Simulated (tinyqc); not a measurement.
What each parameter does: round or elliptic silicon nanowire with anisotropic valleys (Ritz method).

Wire along x = [100] on a (001) wafer, y = [010], z = [001]. Valley groups, two valleys each (w = inverse masses): A, axis along z: w_y = 1/mt, w_z = 1/ml, m_x = mt; B, axis along y: w_y = 1/ml, w_z = 1/mt, m_x = mt; C, axis along x: w_y = w_z = 1/mt, m_x = ml.

Hard wall on the ellipse (y/a)^2 + (z/b)^2 = 1, c = hbar^2/2m0. With u = y/a, v = z/b the operator is -c [(w_y/a^2) d2/du2 + (w_z/b^2) d2/dv2] on the unit disc. Basis (1 - u^2 - v^2) u^i v^j; S, X and Y are the disc integrals of f f', (df/du)(df'/du) and (df/dv)(df'/dv), from the integral of u^p v^q = 2 Gamma((p+1)/2) Gamma((q+1)/2)/((p + q + 2) Gamma((p+q+2)/2)) for even p, q; H = c (w_y X/a^2 + w_z Y/b^2).

Converged values use 21 functions of each parity class (e or o in u, then in v).

Constants: hbar^2/2m0 = 3.80998211 eV angstrom^2.

Inputs chosen for the exercise (near those of a Si nanowire; shifted at random, so the results belong to these values and not to a real crystal): ml = 0.923 m0 (longitudinal mass); mt = 0.186 m0 (transverse mass); a = 21 angstrom (semi-axis along y); b = 38 angstrom (semi-axis along z).

Lowest level of groups A and B.

Results for these values:

| case | A (eV) | B (eV) | B - A (meV) |
|---|---|---|---|
| base | 0.1355 | 0.0680 | -67.4 |

What happens to each result for ml = 1.034 m0, all else kept?

Answer: A falls from 0.1355 to 0.1341; B falls from 0.0680 to 0.0651; B - A falls from -67.4 to -69.1.

The same for each parameter in turn:

| case | A (eV) | B (eV) | B - A (meV) |
|---|---|---|---|
| base | 0.1355 | 0.0680 | -67.4 |
| a = 24 angstrom | 0.1064 | 0.0615 | -44.9 |
| b = 41 angstrom | 0.1337 | 0.0623 | -71.4 |
| ml = 1.034 m0 | 0.1341 | 0.0651 | -69.1 |
| mt = 0.167 m0 | 0.1495 | 0.0726 | -76.8 |

(tinyqc, `OMP_NUM_THREADS=1 python tinyqc.py 1282329 1282330 out.jsonl`, Intel(R) Xeon(R) Processor @ 2.30GHz, 1 thread, shared host, about 0.06 s.)
